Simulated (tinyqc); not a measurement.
Input admittance of a MOSFET at zero drain bias: distributed channel and distributed gate: two steps of the calculation.

Source and drain grounded, strong inversion, w = 2 pi f, Cox = eps0 eox/tox. The channel is an RC line of resistance 1/(mu Cox Vo) per square fed from both ends, so one finger has the intrinsic admittance y = i w Cox L tanh(g)/g per width, g = (1/2) sqrt(i w tau), tau = L^2/(mu Vo). The vertical resistance rv/L is in series with y, the overlaps 2 i w Cov in parallel: y_t = 1/(1/y + rv/L) + 2 i w Cov. The gate strip is a line of Rsh/L per length loaded by y_t, so a finger has Y = y_t Wf tanh(k)/k, k = (Wf/sd) sqrt(y_t Rsh/L); the device has Nf Y.

Inputs (values chosen for the exercise); values of the order met in silicon radio-frequency transistors: relative permittivity of the gate insulator (close to hafnium oxide) eox = 21.7; insulator thickness tox = 10 nm; channel length L = 0.06 um; finger width Wf = 7.5 um; number of fingers Nf = 16; channel mobility mu = 170 cm^2/(V s); gate overdrive Vo = 0.21 V; sheet resistance of the gate Rsh = 14 ohm/square; vertical resistivity of the gate stack rv = 1.1 ohm um^2; number of ends at which a finger is contacted sd = 2; overlap and fringe capacitance on each side Cov = 0.35 fF/um; frequency f = 35 GHz.

Constants: eps0 = 8.8541878128e-14 F/cm where lengths are in cm. Results are converted to the units shown.

Problem 1. Low-frequency resistances and capacitance. Low-frequency limits, with c = Cox L and ct = c + 2 Cov: R_strip = Rsh Wf/(3 sd^2 L Nf), R_ch = (c/ct)^2 L/(12 mu Cox Vo Wf Nf), R_vert = (c/ct)^2 rv/(L Wf Nf), C = ct Wf Nf.

Wanted: parts; sum; C; 1/(2 pi R C).

Solution 1.

parts (ohm): strip 9.1146, channel 0.23516, vertical 0.059145
sum = 9.4089 ohm
C = 222.34 fF
1/(2 pi R C) = 76.080 GHz

The strip term is the largest, 96.9 % of the sum.

Problem 2. Admittance of the channel and stack per width. tau, g, c = Cox L, y and y_t as defined.

Give: tau; g; c; y; y_t.

Solution 2.

tau = 1.0084 ps
g = 0.16649+0.16649i
c = 1.1528 fF/um
y = 4.68+253.41i uS/um
y_t = 5.86+407.30i uS/um

w tau = 0.222, and Im y is 1.00 of w c.

Program tinyqc, `OMP_NUM_THREADS=1 python tinyqc.py 2262067 2262068 out.jsonl`; Intel Xeon 2.30GHz, shared host, one thread, about 0.01 s.
